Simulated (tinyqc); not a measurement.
Schottky barrier on an n-type semiconductor with a doping step, non-linear Poisson equation by Newton steps: two steps of the calculation.

One dimension, metal at x = 0, donor density C(x) = N1 for x < x1 and Nd beyond. Energies are counted from the electron Fermi level of the semiconductor and the conduction-band edge is Ec = -psi, so n = Nc exp(psi/Vt); holes follow the Fermi level of the metal, at -V, so p = Nv exp((V - psi - Eg)/Vt). Ends: psi(0) = V - phiB and psi = Vt ln(Nd/Nc) deep inside. Boltzmann statistics, full ionisation, no current, no image force in the Poisson equation.

Values chosen for this exercise; band and dielectric values those of a made-up semiconductor:
```
symbol    value   unit                                      meaning
T           325      K                                  temperature
Eg         2.74     eV                                     band gap
Nc      1.98e18  cm^-3       conduction-band density of states at T
Nv      3.94e19  cm^-3          valence-band density of states at T
V          -5.4      V  bias of the metal against the semiconductor
```

Constants: q = 1.602176634e-19 C, kB = 1.380649e-23 J/K, Vt = kB T/q. Results are converted to the units shown.

Question 1. Densities, residual and Jacobian diagonal. n_i = Nc exp(psi_i/Vt), p_i = Nv exp((V - psi_i - Eg)/Vt), rho_i = p_i - n_i + C_i, g_i = (n_i + p_i)/Vt. Box widths w_i = (h_(i-1) + h_i)/2 in cm. Residual F_i = a_i (psi_(i+1) - psi_i) - a_(i-1) (psi_i - psi_(i-1)) + q rho_i w_i; Jacobian: a_(i-1) and a_i beside the diagonal, b_i = -a_(i-1) - a_i - q g_i w_i on it. The two end nodes are fixed.

| node | x (nm) | psi after iteration 1 (V) | donor density C (cm^-3) |
|---|---|---|---|
| 0 | 0 | -6.8500000 | 1.4e17 |
| 1 | 46 | -5.5841603 | 1.4e17 |
| 2 | 98.1 | -4.3128077 | 1.4e17 |
| 3 | 157 | -3.0831929 | 1.4e17 |
| 4 | 224 | -1.9524226 | 1.4e17 |
| 5 | 300 | -1.0149735 | 2.9e16 |
| 6 | 386 | -0.3536807 | 2.9e16 |
| 7 | 483 | -0.1167816 | 2.9e16 |
| 8 | 593 | -0.1182307 | 2.9e16 |
| 9 | 717 | -0.1182848 | 2.9e16 |
| 10 | 859 | -0.1182863 | 2.9e16 |
| 11 | 1020 | -0.1182863 | 2.9e16 |
| 12 | 1200 | -0.1182863 | 2.9e16 |

| interval | coupling a_i (F/cm^2) |
|---|---|
| 0 | 1.7612134e-7 |
| 1 | 1.5550061e-7 |
| 2 | 1.3754808e-7 |
| 3 | 1.2091913e-7 |
| 4 | 1.0659976e-7 |
| 5 | 9.4204440e-8 |
| 6 | 8.3521462e-8 |
| 7 | 7.3650744e-8 |
| 8 | 6.5335337e-8 |
| 9 | 5.7053393e-8 |
| 10 | 5.0320384e-8 |
| 11 | 4.5008788e-8 |

Give: n; p; residual F; diagonal b.

Answer 1.

| node | n (cm^-3) | p (cm^-3) |
|---|---|---|
| 0 | 1.1848e-88 | 0.39035 |
| 1 | 5.0470e-69 | 9.1636e-21 |
| 2 | 2.6177e-49 | 1.7668e-40 |
| 3 | 3.0589e-30 | 1.5120e-59 |
| 4 | 1.0482e-12 | 4.4124e-77 |
| 5 | 360.96 | 1.2813e-91 |
| 6 | 6.4884e12 | 7.1280e-102 |
| 7 | 3.0601e16 | 1.5114e-105 |
| 8 | 2.9058e16 | 1.5916e-105 |
| 9 | 2.9002e16 | 1.5947e-105 |
| 10 | 2.9000e16 | 1.5948e-105 |
| 11 | 2.9000e16 | 1.5948e-105 |
| 12 | 2.9000e16 | 1.5948e-105 |

| node | residual F (1e-7 C/cm^2) | diagonal b (F/cm^2) |
|---|---|---|
| 1 | 0.8478 | -3.3162e-7 |
| 2 | 0.9592 | -2.9305e-7 |
| 3 | 1.0880 | -2.5847e-7 |
| 4 | 1.2358 | -2.2752e-7 |
| 5 | 0.0000 | -2.0080e-7 |
| 6 | -0.0001 | -1.7807e-7 |
| 7 | -0.2255 | -1.9690e-6 |
| 8 | 0.0000 | -2.0839e-6 |
| 9 | 0.0000 | -2.3290e-6 |
| 10 | 0.0000 | -2.6208e-6 |
| 11 | 0.0000 | -2.9240e-6 |

Question 2. Newton step. Solve the tridiagonal system a_(i-1) d_(i-1) + b_i d_i + a_i d_(i+1) = -F_i for nodes 1 to 11, with d = 0 on fixed nodes. If the largest |d| exceeds 4 Vt, the whole step is scaled down so that it equals 4 Vt.

| interval | coupling a_i (F/cm^2) |
|---|---|
| 0 | 1.7612134e-7 |
| 1 | 1.5550061e-7 |
| 2 | 1.3754808e-7 |
| 3 | 1.2091913e-7 |
| 4 | 1.0659976e-7 |
| 5 | 9.4204440e-8 |
| 6 | 8.3521462e-8 |
| 7 | 7.3650744e-8 |
| 8 | 6.5335337e-8 |
| 9 | 5.7053393e-8 |
| 10 | 5.0320384e-8 |
| 11 | 4.5008788e-8 |

| node | diagonal b (F/cm^2) | residual F (C/cm^2) |
|---|---|---|
| 1 | -3.3162196e-7 | 8.4776207e-8 |
| 2 | -2.9304869e-7 | 9.5924148e-8 |
| 3 | -2.5846721e-7 | 1.0880045e-7 |
| 4 | -2.2751889e-7 | 1.2357796e-7 |
| 5 | -2.0080420e-7 | ~0 |
| 6 | -1.7806554e-7 | -6.3052625e-12 |
| 7 | -1.9690420e-6 | -2.2547396e-8 |
| 8 | -2.0838991e-6 | -4.8272497e-12 |
| 9 | -2.3290109e-6 | -9.5947077e-17 |
| 10 | -2.6207951e-6 | ~0 |
| 11 | -2.9239617e-6 | ~0 |

| node | psi after iteration 1 (V) |
|---|---|
| 0 | -6.8500000 |
| 1 | -5.5841603 |
| 2 | -4.3128077 |
| 3 | -3.0831929 |
| 4 | -1.9524226 |
| 5 | -1.0149735 |
| 6 | -0.3536807 |
| 7 | -0.1167816 |
| 8 | -0.1182307 |
| 9 | -0.1182848 |
| 10 | -0.1182863 |
| 11 | -0.1182863 |
| 12 | -0.1182863 |

Wanted: Newton step d, before damping; psi after iteration 2.

Answer 2.

| node | Newton step d, before damping (V) |
|---|---|
| 1 | 1.6670 |
| 2 | 3.0100 |
| 3 | 3.8308 |
| 4 | 3.8647 |
| 5 | 2.7439 |
| 6 | 1.4756 |
| 7 | 0.0512 |
| 8 | 0.0018 |
| 9 | 0.0001 |
| 10 | 0.0000 |
| 11 | 0.0000 |

| node | psi after iteration 2 (V) |
|---|---|
| 0 | -6.8500 |
| 1 | -5.5358 |
| 2 | -4.2256 |
| 3 | -2.9722 |
| 4 | -1.8404 |
| 5 | -0.9354 |
| 6 | -0.3109 |
| 7 | -0.1153 |
| 8 | -0.1182 |
| 9 | -0.1183 |
| 10 | -0.1183 |
| 11 | -0.1183 |
| 12 | -0.1183 |

Numbers from tinyqc (`OMP_NUM_THREADS=1 python tinyqc.py 2020161 2020162 out.jsonl`; about 0.1 s on one thread of a shared Intel Xeon 2.30GHz).

~0 in a residual or rate marks an entry under 1e-11 of the largest of its column.
